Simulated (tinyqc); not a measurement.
Velocity against current: domain walls in a thin film with perpendicular anisotropy: Bloch, Neel and chiral walls, motion and stripe domains. Computed by tinyqc, a small Python program. Command: `OMP_NUM_THREADS=1 python tinyqc.py 3012295 3012296 out.jsonl mwall walk`. One thread of a shared host (Intel(R) Xeon(R) Processor @ 2.30GHz), about 0.01 s of CPU time with the checks.

One-dimensional wall: polar angle theta(x), azimuth phi of the moment in the wall (phi = 0 Neel, 90 degrees Bloch). mu_0 = 1.25663706212e-6 T m/A, gamma = 1.76085963023e11 rad/(s T).

Inputs (values chosen for the exercise, for a model film):
```
quantity,value,unit
saturation magnetisation M_s,1190,kA/m
exchange stiffness A,11,pJ/m
uniaxial anisotropy K_u,1180,kJ/m^3
DMI constant D,0.15,mJ/m^2
thickness t,0.67,nm
damping alpha,0.043,-
current density J,0.72,1e12 A/m^2
spin Hall angle theta_SH,0.25,-
```

Drive: spin-orbit torque.

Constants: hbar = 1.054571817e-34 J s; e = 1.602176634e-19 C.

Method:
- K_eff = K_u - mu_0 M_s^2/2; Delta = sqrt(A/K_eff); sigma_0 = 4 sqrt(A K_eff); profile theta = 2 arctan exp(x/Delta); quality factor Q = 2 K_u/(mu_0 M_s^2).
- sigma(phi) = sigma_0 + 2 Delta K_D cos^2(phi) - pi D cos(phi), with the wall shape anisotropy K_D = N_x mu_0 M_s^2/2, N_x = t ln 2/(pi Delta). The minimum has cos(phi) = D/D_N for D < D_N = 4 Delta K_D/pi and phi = 0 beyond; sigma turns negative at D_c = (sigma_0 + 2 Delta K_D)/pi.
- Spin-orbit drive: B_SL = hbar theta_SH J/(2 e M_s t) acts as the field (pi/2) B_SL cos(phi). Steady state: v = (gamma Delta/alpha)(pi/2) B_SL cos(phi) = gamma Delta [B_D sin(phi) - (B_K/2) sin(2 phi)], B_K = 2 K_D/M_s, B_D = pi D/(2 M_s Delta); the root with phi between its rest value and 90 degrees; v saturates at v_D = gamma Delta B_D.

K_D = 21.3651 kJ/m^3

width parameter Delta = 6.15629 nm

azimuth phi = 26.4030 degrees

saturation velocity v_D = 34.8649 m/s

Steady motion:
```
J (1e12 A/m^2),B_SL (mT),phi (degrees),v (m/s),v at fixed rest phi (m/s)
0.02,2.06,73.682,22.964,73
0.05,5.16,81.830,29.036,183
0.10,10.32,85.545,31.745,366
0.20,20.64,87.668,33.254,732
0.50,51.60,89.041,34.208,1830
1.00,103.19,89.516,34.535,3660
2.00,206.39,89.757,34.699,7320
5.00,515.97,89.902,34.799,18301
```

What follows from these numbers?

The linear law holds to 5 % in 0 of the eight rows; in the last row v is 99.8 % of v_D = pi gamma D/(2 M_s), which depends on neither alpha nor theta_SH. Caution: pinning, heating and tilting of the wall are left out.

Extremes, crossings and ranges named in words are read from the listed rows.
